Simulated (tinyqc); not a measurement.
Inside a calculation. Model: single-oscillator infrared dielectric function of a polar cubic crystal. Computed by tinyqc, a small Python program that keeps every step. Command: `OMP_NUM_THREADS=1 python tinyqc.py 3025662 3025663 out.jsonl infrared walk`. One thread of a shared host (Intel(R) Xeon(R) Processor @ 2.30GHz), about 0.01 s of CPU time with the checks. Intermediate numbers are printed to about 5 digits and carried at full precision; extremes and crossings named in words are read from the listed rows.

One ion pair, charges +Z* and -Z*, in a cell of volume Omega = a^3/4. Frequencies omega are given as wavenumbers (1/cm); eps_s is the static dielectric constant.

Inputs (values chosen for the exercise, modelled on aluminium arsenide):

| quantity | value | unit |
|---|---|---|
| lattice constant a | 5.661 | angstrom |
| mass M_A | 26.98 | u |
| mass M_B | 74.92 | u |
| omega_TO | 361 | 1/cm |
| Born charge Z* | 2.14 | e |
| eps_inf | 8.42 | - |
| phonon damping gamma | 3.5 | 1/cm |
| probe frequency / omega_TO | 0.505 | - |
| eps_m of the surrounding medium | 2.1 | - |

Structure: zinc blende. Free carriers: absent.

Constants: nu for 1 eV/(angstrom^2 u) = 15.6333042 THz; 1 THz = 33.35640952 1/cm; e^2/(4 pi eps_0) = 14.39964548 eV angstrom.

## LO frequency and static constant from the Born charge

mu = M_A M_B/(M_A + M_B); ionic plasma term W^2 = 4 pi Z*^2 (e^2/(4 pi eps_0))/(Omega mu) in eV/(angstrom^2 u), turned into 1/cm by W = 15.6333042 x 33.35640952 x sqrt(W^2); omega_LO^2 = omega_TO^2 + W^2/eps_inf; eps_s = eps_inf + W^2/omega_TO^2; Szigeti charge 3 Z*/(eps_inf + 2); longitudinal (Callen) charge Z*/eps_inf.

reduced mass mu = 19.837 u

W = 500.47 1/cm

omega_LO = 400.09 1/cm

eps_s = 10.342

Szigeti charge = 0.61612 e

Callen charge = 0.25416 e

omega_LO/omega_TO = 1.108; the ions supply 19 % of eps_s.

## Optical constants at the probe frequency

eps(omega) = eps_inf + W^2/(omega_TO^2 - omega^2 - i gamma omega); n + i k = sqrt(eps) with k >= 0; R = |(n + i k - 1)/(n + i k + 1)|^2 at normal incidence from vacuum. omega is the probe ratio times omega_TO. Intensity decays over 1/(4 pi omega k); the loss function is Im(-1/eps).

omega = 182.305 1/cm

Re eps = 11.000

Im eps = 0.016955

n = 3.3166

k = 0.0025561

reflectivity R = 0.28802

penetration depth of the intensity = 1707.7 micrometre

loss function = 1.4013e-04

Re eps is positive and k is small against n: the wave propagates.

## Spectrum around the optical phonon

The loss function is Im(-1/eps).

Spectrum:

| omega (1/cm) | Re eps | Im eps | R | Im(-1/eps) |
|---|---|---|---|---|
| 180 | 10.978 | 0.016456 | 0.28763 | 1.3655e-04 |
| 307 | 15.358 | 0.20665 | 0.35215 | 8.7603e-04 |
| 350 | 39.679 | 4.8961 | 0.52904 | 0.0030631 |
| 361 | 8.42 | 198.24 | 0.81490 | 0.0050353 |
| 371 | -24.754 | 5.8848 | 0.91494 | 0.0090900 |
| 381 | -8.3232 | 1.5045 | 0.89589 | 0.021031 |
| 392 | -2.2733 | 0.62850 | 0.78099 | 0.11299 |
| 400 | -7.3115e-04 | 0.39722 | 0.22150 | 2.5175 |
| 408 | 1.5007 | 0.27338 | 0.013093 | 0.11749 |
| 424 | 3.3599 | 0.15184 | 0.086718 | 0.013423 |
| 460 | 5.3395 | 0.061019 | 0.15676 | 0.0021399 |
| 600 | 7.3295 | 0.0099702 | 0.21208 | 1.8559e-04 |
| 1000 | 8.1320 | 0.0011591 | 0.23111 | 1.7527e-05 |

R peaks among these rows at 371 per cm with 0.91 and is lowest, 0.013, at 408; far above omega_LO it tends to ((sqrt(eps_inf) - 1)/(sqrt(eps_inf) + 1))^2 = 0.238. Im eps is largest at 361 and the loss function at 400: absorption marks the TO mode and the loss function the LO mode. Re eps is negative in some rows, where R averages 0.70.

## Surface and particle modes

Without damping, eps(omega) = -x eps_m gives omega^2 = omega_TO^2 (eps_s + x eps_m)/(eps_inf + x eps_m): x = 1 for a flat surface at large wave vector, x = 2 for the dipole mode of a small sphere. The reflectivity R for light from vacuum (not from the medium eps_m) vanishes where eps = 1, omega^2 = omega_TO^2 (eps_s - 1)/(eps_inf - 1).

surface mode = 392.59 1/cm

sphere mode = 387.52 1/cm

zero of R = 405.07 1/cm

Both modes lie between omega_TO and omega_LO, at 81 % and 68 % of the way up.

## Phonon polaritons

Transverse waves without damping obey Q^2 = omega^2 eps(omega), Q = wave vector/(2 pi) in 1/cm: eps_inf omega^4 - (eps_inf omega_LO^2 + Q^2) omega^2 + Q^2 omega_TO^2 = 0.

Branches (1/cm):

| Q | lower branch | upper branch | Q/sqrt(eps_s) | Q/sqrt(eps_inf) |
|---|---|---|---|---|
| 120 | 37.28 | 400.5 | 37.3 | 41.4 |
| 350 | 107.86 | 403.7 | 108.8 | 120.6 |
| 700 | 208.23 | 418.2 | 217.7 | 241.2 |
| 1200 | 306.61 | 486.9 | 373.1 | 413.5 |
| 1700 | 339.53 | 622.9 | 528.6 | 585.9 |
| 2900 | 355.00 | 1016.3 | 901.8 | 999.4 |
| 5800 | 359.62 | 2006.5 | 1803.5 | 1998.8 |
| 12000 | 360.68 | 4139.1 | 3731.5 | 4135.5 |

The lower branch starts as light slowed by sqrt(eps_s) (0.999 of that line) and ends at 0.999 omega_TO; the upper starts at 1.001 omega_LO and ends at 1.001 of the light line with eps_inf. No branch lies between omega_TO and omega_LO.

Checks made by the program: Lyddane-Sachs-Teller relation eps_s/eps_inf = (omega_LO/omega_TO)^2 (relative difference below 1e-10).
